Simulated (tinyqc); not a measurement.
Octagonal on-chip spiral inductor, lumped pi model: one step of the calculation.

Outer diameter do = di + 2 n wd + 2 (n - 1) sp, mean da = (do + di)/2, fill p = (do - di)/(do + di), length l = 3.314 n da. L = 2.25 mu0 n^2 da/(1 + 3.55 p), mu0 = 4 pi 1e-7 H/m. Rs = rho l/(wd delta (1 - exp(-th/delta))), delta = sqrt(rho/(pi f mu0)). Cs = n wd^2 eps0 eo/hu across the coil. At each end Cox = l wd eps0 eo/(2 ho) leads to the substrate branch Rsi = 2 rs he/(l wd) in parallel with Csi = l wd eps0 11.7/(2 he). With one end grounded Y = 1/(Rs + i w L) + i w Cs + 1/[1/(i w Cox) + 1/(1/Rsi + i w Csi)], w = 2 pi f; Q = -Im Y/Re Y. Eddy currents in neighbouring turns and in the substrate are left out.

Task. Geometry and model elements. do, l, L, delta, Rs, Cs, Cox, Rsi and Csi as defined.

Inputs (values chosen for the exercise); values of the order met in silicon radio-frequency processes: number of turns n = 5.5; line width wd = 4 um; space between turns sp = 2 um; inner diameter di = 100 um; metal thickness th = 3.4 um; metal resistivity rho = 1.9 uohm cm; oxide below the coil ho = 7.1 um; oxide between coil and underpass hu = 1.1 um; relative permittivity of the oxide eo = 3.9; substrate resistivity rs = 1000 ohm cm; effective spreading depth in the substrate he = 50 um; frequency f = 1.7 GHz.

Constants: eps0 = 8.8541878128e-12 F/m. Results are converted to the units shown.

Find: do; l; L; delta; Rs; Cs; Cox; Rsi; Csi.

Result.

do = 162.0 um
l = 2388 um
L = 6.089 nH
delta = 1.683 um
Rs = 7.771 ohm
Cs = 2.763 fF
Cox = 23.23 fF
Rsi = 1.047e5 ohm
Csi = 9.894 fF

Program tinyqc, `OMP_NUM_THREADS=1 python tinyqc.py 2302015 2302016 out.jsonl`; Intel Xeon 2.30GHz, shared host, one thread, about 0.01 s.
